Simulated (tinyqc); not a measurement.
Which clusters to keep: cluster expansion of a binary alloy: correlations, fit, cross-validation and ground states. Computed by tinyqc, a small Python program. Command: `OMP_NUM_THREADS=1 python tinyqc.py 3009799 3009800 out.jsonl clex walk`. One thread of a shared host (Intel(R) Xeon(R) Processor @ 2.30GHz), about 0.01 s of CPU time with the checks.

s = +1 for A and -1 for B. Energy per site E = J0 + J1 P(point) + sum over clusters of m V P, with P the mean product of spins; V > 0 on a pair favours unlike neighbours. Clusters per site m: pair 1 6, pair 2 3, pair 3 12, triplet 8; the triplet is the triangle of first neighbours. Formation energies are counted from the line between pure A and pure B, which removes J0 and J1.

Inputs (values chosen for the exercise, for a model alloy):
```
quantity,value,unit
first-pair interaction V1,5.65,meV
second-pair interaction V2,1.1,meV
third-pair interaction V3,0.31,meV
triplet interaction Vt,-1.2,meV
noise amplitude,0.71,meV/site
```

Lattice: fcc.

Method:
- Design matrix of formation energies: m (P - 1) for pairs and m (P(triplet) - P(point)) for the triplet; x = (1 - P(point))/2.
- Exact: X V with V = (V1, V2, V3, Vt). The data to fit add the noise amplitude times the normal numbers, standing for what the clusters leave out.
- For each set, H = X (X^T X)^-1 X^T over the structures between the ends; residual e = E - H E; leave-one-out error e_i/(1 - H_ii); both as root mean squares.

correlations P, counted on periodic cells:
```
,point,pair 1,pair 2,pair 3,triplet
A,1.00000,1.00000,1.00000,1.00000,1.00000
A3B L1_2,0.50000,0.00000,1.00000,0.00000,-0.50000
A3B D0_22,0.50000,0.00000,0.66667,0.33333,-0.50000
A3B (001) layers,0.50000,0.33333,0.66667,0.00000,0.50000
A2B (001) layers,0.33333,0.11111,0.55556,-0.33333,0.33333
AB L1_0,0.00000,-0.33333,1.00000,-0.33333,0.00000
AB L1_1,0.00000,0.00000,-1.00000,0.00000,0.00000
A2B2 (001) layers,0.00000,0.33333,0.33333,-0.33333,0.00000
AB2 (001) layers,-0.33333,0.11111,0.55556,-0.33333,-0.33333
AB3 L1_2,-0.50000,0.00000,1.00000,0.00000,0.50000
AB3 D0_22,-0.50000,0.00000,0.66667,0.33333,0.50000
AB3 (001) layers,-0.50000,0.33333,0.66667,0.00000,-0.50000
B,-1.00000,1.00000,1.00000,1.00000,-1.00000
```

standard normal numbers for the noise (0 for the pure ends): A 0.000, A3B L1_2 -0.230, A3B D0_22 0.088, A3B (001) layers -0.293, A2B (001) layers 1.581, AB L1_0 -0.857, AB L1_1 1.641, A2B2 (001) layers -0.447, AB2 (001) layers -0.280, AB3 L1_2 1.192, AB3 D0_22 0.233, AB3 (001) layers 0.064, B 0.000

X:
```
,pair 1,pair 2,pair 3,triplet
A,0.0000,0.0000,0.0000,0.0000
A3B L1_2,-6.0000,0.0000,-12.0000,-8.0000
A3B D0_22,-6.0000,-1.0000,-8.0000,-8.0000
A3B (001) layers,-4.0000,-1.0000,-12.0000,0.0000
A2B (001) layers,-5.3333,-1.3333,-16.0000,0.0000
AB L1_0,-8.0000,0.0000,-16.0000,0.0000
AB L1_1,-6.0000,-6.0000,-12.0000,0.0000
A2B2 (001) layers,-4.0000,-2.0000,-16.0000,0.0000
AB2 (001) layers,-5.3333,-1.3333,-16.0000,0.0000
AB3 L1_2,-6.0000,0.0000,-12.0000,8.0000
AB3 D0_22,-6.0000,-1.0000,-8.0000,8.0000
AB3 (001) layers,-4.0000,-1.0000,-12.0000,0.0000
B,0.0000,0.0000,0.0000,0.0000
```

data (meV/site): A 0.00000, A3B L1_2 -28.18330, A3B D0_22 -27.81752, A3B (001) layers -27.62803, A2B (001) layers -35.43749, AB L1_0 -50.76847, AB L1_1 -43.05489, A2B2 (001) layers -30.07737, AB2 (001) layers -36.75880, AB3 L1_2 -46.37368, AB3 D0_22 -46.91457, AB3 (001) layers -27.37456, B 0.00000

Fits:
```
clusters,fit error (meV/site),leave-one-out error (meV/site),largest H_ii
V1,6.0471,6.7282,0.18344
V1 V2,5.7843,6.9834,0.82499
V1 V3,5.8308,7.2817,0.34839
V1 V2 Vt,1.3635,2.6734,0.82499
V1 Vt,2.2291,2.7647,0.35318
V1 V2 V3,5.6398,7.2646,0.89605
V1 V3 Vt,1.5490,1.9369,0.51586
V1 V2 V3 Vt,0.4571,0.7010,0.89605
```

leave-one-out error without pair 3 = 2.6734 meV/site

leave-one-out error with all four = 0.70101 meV/site

What does the comparison show, and why?

The fit error can only fall as clusters are added, to 0.46 meV with all four. The leave-one-out error is least for V1 V2 V3 Vt (0.70 meV): dropping V2, V3 or Vt makes prediction worse at this noise.

Extremes, crossings and ranges named in words are read from the listed rows.
